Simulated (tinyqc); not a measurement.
# Inputs raised by 10 %, one at a time

Model: correction of a charged-defect supercell by a model charge and potential alignment (plane-averaged potentials). Computed by tinyqc, a small Python program. Command: `OMP_NUM_THREADS=1 python tinyqc.py 3113119 3113120 out.jsonl align sens`. One thread of a shared host (Intel(R) Xeon(R) Processor @ 2.30GHz), about 0.02 s of CPU time with the checks.

The "true" defect charge is (1 - x) q in a Gaussian of width sigma plus x q in one of width sigma_t, so the exact answer is known; the correction sees only a single model Gaussian of width sigma_m. A Gaussian of width s has the transform rho(G) = exp(-G^2 s^2/2), normalised to 1. A uniform background cancels q, so G = 0 is left out. Potentials are those felt by a unit positive charge. E_0 is the formation energy of the isolated defect, E_cell its value in the supercell, E_lat = E_iso - E_per of the model charge, C the true less the model potential far from the defect; the exact correction is E_0 - E_cell, and the error of a scheme is E_cell plus its correction less E_0.

Inputs (values chosen for the exercise, with screening close to that of HfO2):

| quantity | value | unit |
|---|---|---|
| defect charge q | 2 | e |
| dielectric constant eps | 22.5 | - |
| edge of the cubic cell L | 11 | angstrom |
| width sigma of the true defect charge | 1.1 | angstrom |
| width sigma_m of the model charge | 0.78 | angstrom |
| share x of the charge in a wide tail | 0 | - |
| width sigma_t of the tail | 2.4 | angstrom |
| formation energy of the isolated defect E_0 | 2.38 | eV |

Constants: e^2/(4 pi eps_0) = 14.39964548 eV angstrom.

Method:
- Periodic energy E_per = (2 pi q^2/(eps L^3)) (e^2/(4 pi eps_0)) sum_(G != 0) rho(G)^2/G^2, G = (2 pi/L)(n1, n2, n3), |n_i| <= 16. Isolated energy: two Gaussians of charges q_a, q_b and widths a, b interact by q_a q_b (e^2/(4 pi eps_0 eps)) sqrt(2/pi)/sqrt(a^2 + b^2), and the self-energy is half the sum over pairs.
- Supercell value E_cell = E_0 + E_per - E_iso for the true charge.
- E_lat = E_iso - E_per for the model charge; point-charge value alpha q^2 e^2/(4 pi eps_0 eps 2 L) with alpha = 2.837297.
- Plane-averaged potential at distance z from the defect: V(z) = (4 pi q/(eps L^3)) (e^2/(4 pi eps_0 e)) sum_(m != 0) rho(G_m) cos(G_m z)/G_m^2, G_m = 2 pi m/L, |m| <= 40.
- C = difference at z = L/2; E_corr = E_cell + E_lat - q C. For charges that have died out at L/2, C = (2 pi q/(eps L^3)) (e^2/(4 pi eps_0 e)) (<s^2> - sigma_m^2), <s^2> = (1 - x) sigma^2 + x sigma_t^2.

Runs:

| input moved | from | to | exact correction (eV) | E_lat (eV) | alignment C (V) | error with the point-charge term alone (meV) |
|---|---|---|---|---|---|---|
| base run | - | - | 0.31553 | 0.32280 | 0.0036350 | 14.622 |
| dielectric constant eps | 22.5 | 24.75 | 0.28684 | 0.29345 | 0.0033046 | 13.293 |
| edge of the cubic cell L (angstrom) | 11 | 12.1 | 0.28915 | 0.29461 | 0.0027311 | 10.986 |
| width sigma of the true defect charge (angstrom) | 1.1 | 1.21 | 0.31246 | 0.32280 | 0.0051702 | 17.693 |
| width sigma_m of the model charge (angstrom) | 0.78 | 0.858 | 0.31553 | 0.32125 | 0.0028630 | 14.622 |
| width sigma_t of the tail (angstrom) | 2.4 | 2.64 | 0.31553 | 0.32280 | 0.0036350 | 14.622 |

Exponents ln(y'/y) / ln(x'/x):

| input | exact correction | E_lat | alignment C | error with the point-charge term alone |
|---|---|---|---|---|
| dielectric constant eps | -1.000 | -1.000 | -1.000 | -1 |
| edge of the cubic cell L | -0.916 | -0.959 | -3.000 | -3 |
| width sigma of the true defect charge | -0.103 | 0.000 | 3.696 | 2 |
| width sigma_m of the model charge | 0.000 | -0.050 | -2.505 | 0 |
| width sigma_t of the tail | 0.000 | 0.000 | 0.000 | 0 |

Which inputs matter most for each result?

Among the inputs moved here: exact correction answers most in size to dielectric constant eps (exponent -1.000), next to edge of the cubic cell L (-0.916); its exponent is below 0.0005 for width sigma_m of the model charge, width sigma_t of the tail. Its exponent -1.000 in dielectric constant eps: all terms are screened alike. E_lat answers most in size to dielectric constant eps (exponent -1.000), next to edge of the cubic cell L (-0.959); its exponent is below 0.0005 for width sigma of the true defect charge, width sigma_t of the tail. Alignment C answers most in size to width sigma of the true defect charge (exponent +3.696), next to edge of the cubic cell L (-3.000); its exponent is below 0.0005 for width sigma_t of the tail. Its exponent -3.000 in edge of the cubic cell L: a second moment over the volume. Error with the point-charge term alone answers most in size to edge of the cubic cell L (exponent -3.000), next to width sigma of the true defect charge (+2.000); its exponent is below 0.0005 for width sigma_m of the model charge, width sigma_t of the tail. Its exponent -3.000 in edge of the cubic cell L: the next term after the point charge.
